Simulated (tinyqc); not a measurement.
Raman shift of the zone-centre optical phonon of a diamond-structure crystal under stress: one step, computed by the program tinyqc. Command: `OMP_NUM_THREADS=1 python tinyqc.py 3001095 3001096 out.jsonl ramanstress walk`. One thread of a shared host (Intel(R) Xeon(R) Processor @ 2.30GHz), about 0.01 s of CPU time with the checks.

Axes x, y, z are the cube axes. Strain shifts the threefold optical mode and can split it; p, q and r are the phonon deformation potentials.

Task: The line seen from a (001) surface. Backscattering from a (001) surface: incident polarisation (cos phi, sin phi, 0). With Raman tensors (R_z)_xy = (R_z)_yx = 1 and cyclic, only the z component u_z of a mode counts: I = u_z^2 sin^2(2 phi) for parallel and u_z^2 cos^2(2 phi) for crossed polarisers. An unresolved line sits at the intensity-weighted shift, which is M_zz/(2 omega_0).

Inputs (values chosen for the exercise, modelled on germanium): stress sigma (tension positive) = -1.1 GPa; polarisation angle phi = 10 degree.

Stress state: uniaxial. Axis: [110].

M/(2 omega_0) (1/cm), rows x, y, z:
$$\begin{pmatrix}
1.140885 & 1.346612 & 0.000000 \\
1.346612 & 1.140885 & 0.000000 \\
0.000000 & 0.000000 & 1.598063
\end{pmatrix}$$

Give: total intensity, parallel; total intensity, crossed; shift of the observed line; shift per stress; stress per shift.

Result:

total intensity, parallel = 0.11698

total intensity, crossed = 0.88302

shift of the observed line = 1.5981 1/cm

shift per stress = -1.4528 1/(cm GPa)

stress per shift = -688.33 MPa cm

The z-polarised mode is an eigenmode here, so one line is seen.
